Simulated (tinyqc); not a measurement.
MOSFET with velocity saturation and source resistance: course of the iteration: saturation current with source resistance.

Strong inversion, charge Q = Cox (Vg - m V) at channel potential V with Vg the gate overdrive, and drift velocity v = mu E/(1 + mu E/vsat). Integrating along the channel gives I = mu Cox (1/L)(Vg Vd - m Vd^2/2)/(1 + Vd/Vc) per width, Vc = vsat L/mu, which peaks at Vdsat. Units: I in uA/um, Rs in ohm um, so the drop over Rs is 1e-6 I Rs volts.

Vg = Vgs - I Rs - VT (0 if negative), mu = mu0/(1 + th Vg), Vc = vsat L/mu, x = sqrt(1 + 2 Vg/(m Vc)), Vdsat = 2 Vg/(m (1 + x)), Isat = Cox vsat Vg (x - 1)/(x + 1) per width. I(new) = Isat.

Stop when I changes by less than 1e-6 uA/um, or after 80 iterations.

Parameters, values chosen for the exercise: gate capacitance Cox = 2.3 uF/cm^2; mobility at low gate voltage mu0 = 550 cm^2/(V s); mobility degradation th = 0.6 1/V; saturation velocity vsat = 1.1e7 cm/s; body factor m = 1.39; threshold VT = 0.26 V; channel length L = 0.25 um; source resistance Rs = 100 ohm um; gate voltage Vgs = 1 V.

I at the start = 0 uA/um

Course of the iteration:

| iteration | I (uA/um) | \|change\| (uA/um) |
|---|---|---|
| 1 | 417.004 | 417 |
| 2 | 383.439 | 33.6 |
| 3 | 386.119 | 2.68 |
| 4 | 385.905 | 0.214 |
| 5 | 385.922 | 0.0171 |
| 6 | 385.921 | 1.37e-3 |
| 7 | 385.921 | 1.09e-4 |
| 8 | 385.921 | 8.74e-6 |
| 9 | 385.921 | 6.98e-7 |

Did this iteration meet its convergence test, and what does its course show?

Yes. Converged in 9 iterations. At the end each change is about 0.080 times the one before, with alternating sign: linear convergence. The resistance lowers Isat by 7.45 %.

tinyqc, about 0.01 s, one thread, Intel Xeon 2.30GHz (shared host): `OMP_NUM_THREADS=1 python tinyqc.py 2500143 2500144 out.jsonl`
